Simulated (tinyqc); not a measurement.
# A chain with uneven site energies and dephasing by Buettiker voltage probes: what changes with what

Sites 1 to 3 form a chain with hopping -t. Lead L joins site 1 and lead R site 3, both semi-infinite chains with hopping -t and site energy 0. Every site carries a probe with self-energy -i Gamma_p/2 that draws no net current. Linear response at zero temperature: mu_L = 1, mu_R = 0 in units of the bias.

Parameters, values chosen for the exercise: hopping (matrix element -t) t = 1 eV; site energies 1 to N U = [1.15, 0.71, -0.94] eV; Fermi energy E = 1 eV; probe broadening Gamma_p gp = 0.63 eV.

Constants: q = 1.602176634e-19 C, h = 6.62607015e-34 J s. Results are converted to the units shown.

Each table varies one quantity; the others keep the values above.

## Effect of the dephasing strength

Sigma = t^2 g(E), g(x) = (x - i sqrt(4 t^2 - x^2))/(2 t^2) for |x| < 2 t and (x - sign(x) sqrt(x^2 - 4 t^2))/(2 t^2) otherwise; Gamma = -2 Im Sigma; G = (E - H - Sigma_L - Sigma_R + i Gamma_p/2)^(-1). With Gamma the broadening by one lead, T_RL = Gamma^2 |G_(3,1)|^2, T_pL = Gamma Gamma_p |G_(p,1)|^2, T_pR = Gamma Gamma_p |G_(p,3)|^2, T_pq = Gamma_p^2 |G_(p,q)|^2 for p != q. No current into probe p: W mu = T_pL with W_pp = T_pL + T_pR + sum_q T_pq and W_pq = -T_pq. Then T_eff = T_RL + sum_p T_pR mu_p, and the resistance is (h/2q^2)/T_eff. Without probes means Gamma_p = 0.

Effect of the dephasing strength:

| gp (eV) | T_RL | through probes | T_eff | resistance (kohm) |
|---|---|---|---|---|
| 0.01 | 0.73956 | 0.0073709 | 0.74693 | 17.279 |
| 0.018 | 0.72953 | 0.013177 | 0.74271 | 17.378 |
| 0.032 | 0.71233 | 0.023142 | 0.73547 | 17.548 |
| 0.056 | 0.68387 | 0.039643 | 0.72351 | 17.839 |
| 0.1 | 0.63485 | 0.067981 | 0.70283 | 18.363 |
| 0.18 | 0.55531 | 0.11336 | 0.66867 | 19.301 |
| 0.32 | 0.44129 | 0.17566 | 0.61695 | 20.920 |
| 0.56 | 0.30157 | 0.24324 | 0.54482 | 23.689 |
| 1 | 0.15640 | 0.29044 | 0.44684 | 28.884 |
| 1.8 | 0.053283 | 0.27720 | 0.33048 | 39.054 |

What does the comparison show?

Without probes the transmission is 0.752. T_eff falls from 0.747 to 0.330; the direct part falls from 0.740 to 0.0533 and the part through probes goes from 0.00737 through a maximum of 0.290 (at gp = 1 eV among the rows listed) to 0.277. At this energy dephasing lowers T_eff from the start: the probes give back less than the direct part loses.

## Resistance against length

With Gamma the broadening by one lead, T_RL = Gamma^2 |G_(last,1)|^2, T_pL = Gamma Gamma_p |G_(p,1)|^2, T_pR = Gamma Gamma_p |G_(p,last)|^2, T_pq = Gamma_p^2 |G_(p,q)|^2 for p != q. The list U is repeated k times, each site with its probe.

Resistance against length:

| k | sites | T without probes | T_eff | resistance (kohm) |
|---|---|---|---|---|
| 1 | 3 | 0.7523 | 0.5267 | 24.50 |
| 2 | 6 | 0.3933 | 0.2835 | 45.52 |
| 3 | 9 | 0.1828 | 0.1820 | 70.92 |
| 4 | 12 | 0.08253 | 0.1341 | 96.24 |
| 6 | 18 | 0.01655 | 0.08855 | 145.8 |
| 8 | 24 | 0.003307 | 0.06613 | 195.2 |
| 12 | 36 | 1.319e-4 | 0.04390 | 294.0 |
| 16 | 48 | 5.261e-6 | 0.03285 | 392.8 |

Read the table: what changes, and by how much?

The resistance rises from 24.5 to 393 kohm, by 8.24 kohm a site between k = 8 and 12 and 8.24 between 12 and 16: Ohm's law, R = R0 + rho N with the extrapolated intercept R0 = -2.51 kohm (h/2q^2 = 12.91 kohm). The intercept differs from h/2q^2, since the ends of the chain scatter differently from its bulk, so no mean free path is read from it. Without probes T has fallen to 5.26e-6.

Program tinyqc, `OMP_NUM_THREADS=1 python tinyqc.py 2700043 2700044 out.jsonl`; Intel Xeon 2.30GHz, shared host, one thread, about 0.01 s.
